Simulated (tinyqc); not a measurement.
Hubbard ring of 6 sites, step by step. Computed by tinyqc, a small Python program that keeps every step. Settings: hopping = 1.91, U = 8.5, mixing = 0.2, iteration cap = 52. Command: `OMP_NUM_THREADS=1 python tinyqc.py 21068 21069 out.jsonl` (the two numbers bound the seeds that draw the settings). One thread of a shared host (Intel(R) Xeon(R) Processor @ 2.60GHz), about 0.4 s of CPU time with the checks.

one-body matrix (hopping and site energies) (eV), lower triangle:
```
           1          2          3          4          5         6
1   0.000000
2  -1.910000   0.000000
3   0.000000  -1.910000   0.000000
4   0.000000   0.000000  -1.910000   0.000000
5   0.000000   0.000000   0.000000  -1.910000   0.000000
6  -1.910000   0.000000   0.000000   0.000000  -1.910000  0.000000
```

U = 8.500000 eV

electrons, up and down: 3  1

n(up) at the start (a guess, not normalised): 1 0.500000, 2 0.500000, 3 0.500000, 4 0.500000, 5 0.500000, 6 0.500000

n(down) at the start (a guess): 1 0.167000, 2 0.167000, 3 0.167000, 4 0.167000, 5 0.167000, 6 0.167000

Each step fills the lowest levels of T + U n(other spin) and sets n(new) = n + mixing (n(out) - n); stop when output and input agree to 1e-8.

Course of the cycle:
```
iteration       E (eV)  largest |n(out) - n(in)|  mean |n_up - n_down|
1          -7.21000000                  3.33e-04              0.333333
2          -7.21000000                  2.67e-04              0.333333
3          -7.21000000                  2.13e-04              0.333333
4          -7.21000000                  1.71e-04              0.333333
5          -7.21000000                  1.37e-04              0.333333
6          -7.21000000                  1.09e-04              0.333333
7          -7.21000000                  8.74e-05              0.333333
8          -7.21000000                  6.99e-05              0.333333
9          -7.21000000                  5.59e-05              0.333333
10         -7.21000000                  4.47e-05              0.333333
11         -7.21000000                  3.58e-05              0.333333
...                ...                       ...                   ...
38         -7.21000000                  8.65e-08              0.333333
39         -7.21000000                  6.92e-08              0.333333
40         -7.21000000                  5.54e-08              0.333333
41         -7.21000000                  4.43e-08              0.333333
42         -7.21000000                  3.54e-08              0.333333
43         -7.21000000                  2.84e-08              0.333333
44         -7.21000000                  2.27e-08              0.333333
45         -7.21000000                  1.81e-08              0.333333
46         -7.21000000                  1.45e-08              0.333333
47         -7.21000000                  1.16e-08              0.333333
48         -7.21000000                  9.29e-09              0.333333
```

Can the last value be used, and what does the course show?

No, though the log alone does not show it. Converged in 48 iterations. But random starts reach -7.32719 eV, so this is another stationary point, not the lowest one. Reruns (cap 100 unless said): mixing 0.5: converged in 17 to a higher stationary point (E = -7.21000); mixing 0.9: converged in 6 to a higher stationary point (E = -7.21000). Before convergence this energy mixes input and output and is not variational, so it may rise towards its limit.
